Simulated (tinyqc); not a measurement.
Worked calculation: extended Hueckel theory, for H6-. The parameters take no account of the charge, which enters only through the electron count, and nothing here shows that the anion is bound. Computed by tinyqc, a small Python program that keeps every step (integrals from PySCF). Settings: charge = -1, K = 1.75, weighted = 1, multiplicity = 2. Command: `OMP_NUM_THREADS=1 python tinyqc.py 26855 26856 out.jsonl` (the two numbers bound the seeds that draw the settings). One thread of a shared host (Intel(R) Xeon(R) Processor @ 2.60GHz), about 0.01 s of CPU time with the checks.

## Overlaps

Geometry (angstrom):
```
atom         x         y         z
H     0.000000  0.000000  0.000000
H     0.000000  0.000000  0.850000
H     0.000000  0.000000  1.831000
H     0.000000  0.000000  2.681000
H     0.000000  0.000000  3.662000
H     0.000000  0.000000  4.511000
```

Parameters chosen for this run:
```
element  shell  Slater exponent   H_ii (eV)
H           1s         1.300000  -13.600000
```

Slater orbitals, each expanded in six Gaussians scaled to its exponent.

overlap S:
```
          1H 1s     2H 1s     3H 1s     4H 1s     5H 1s     6H 1s
1H 1s  1.000000  0.562781  0.136252  0.030417  0.004473  0.000712
2H 1s  0.562781  1.000000  0.480164  0.136252  0.023815  0.004482
3H 1s  0.136252  0.480164  1.000000  0.562781  0.136252  0.030474
4H 1s  0.030417  0.136252  0.562781  1.000000  0.480164  0.136477
5H 1s  0.004473  0.023815  0.136252  0.480164  1.000000  0.563436
6H 1s  0.000712  0.004482  0.030474  0.136477  0.563436  1.000000
```

## Wolfsberg-Helmholz matrix

diagonal H_ii (eV): 1H 1s -13.600000, 2H 1s -13.600000, 3H 1s -13.600000, 4H 1s -13.600000, 5H 1s -13.600000, 6H 1s -13.600000

K = 1.750000

H_ij = K' S_ij (H_ii + H_jj)/2 for i != j (the diagonal keeps H_ii), with K' = K + D^2 + D^4 (1 - K), D = (H_ii - H_jj)/(H_ii + H_jj), K = 1.75.

H (eV):
```
            1H 1s       2H 1s       3H 1s       4H 1s       5H 1s       6H 1s
1H 1s  -13.600000  -13.394196   -3.242787   -0.723934   -0.106463   -0.016957
2H 1s  -13.394196  -13.600000  -11.427904   -3.242787   -0.566795   -0.106683
3H 1s   -3.242787  -11.427904  -13.600000  -13.394196   -3.242787   -0.725278
4H 1s   -0.723934   -3.242787  -13.394196  -13.600000  -11.427904   -3.248156
5H 1s   -0.106463   -0.566795   -3.242787  -11.427904  -13.600000  -13.409774
6H 1s   -0.016957   -0.106683   -0.725278   -3.248156  -13.409774  -13.600000
```

## Orbitals

valence electrons = 7

Solve H C = S C e through S^(-1/2); fill by pairs from the bottom, a degenerate level sharing its electrons equally; each orbital has its largest coefficient positive (the first on a tie).

orbital energies (eV): -19.071707  -17.549945  -14.410000  -5.591018  5.866695  22.449581

occupations: 2.000000  2.000000  2.000000  1.000000  0.000000  0.000000

coefficients:
```
            MO1        MO2        MO3        MO4        MO5        MO6
1H 1s  0.187040   0.367036   0.487303   0.645044  -0.695800  -0.462619
2H 1s  0.280418   0.388479   0.199319  -0.400718   0.913854   0.861908
3H 1s  0.343443   0.144663  -0.428241  -0.562726  -0.368582  -1.142936
4H 1s  0.343552  -0.143991  -0.428263   0.563790  -0.364927   1.143698
5H 1s  0.280748  -0.388227   0.199214   0.399015   0.913539  -0.864341
6H 1s  0.187454  -0.367067   0.486733  -0.644054  -0.696890   0.464692
```

sum of one-electron energies = -107.654323 eV

## Mulliken analysis

P = C n C^T; charge = valence electrons (H 1) minus the sum of (P S)_ii on the atom; overlap population = 2 sum P_ij S_ij between two atoms.

charges: 1H -0.339615, 2H -0.008108, 3H -0.153011, 4H -0.153414, 5H -0.007414, 6H -0.338438

Overlap populations:
```
pair      value
2-1    0.366761
3-1   -0.148700
3-2    0.345520
4-1   -0.001880
4-2   -0.086068
4-3    0.274482
5-1    0.002430
5-2   -0.010701
5-3   -0.085741
5-4    0.344791
6-1   -0.000200
6-2    0.002439
6-3   -0.001944
6-4   -0.148897
6-5    0.368720
```
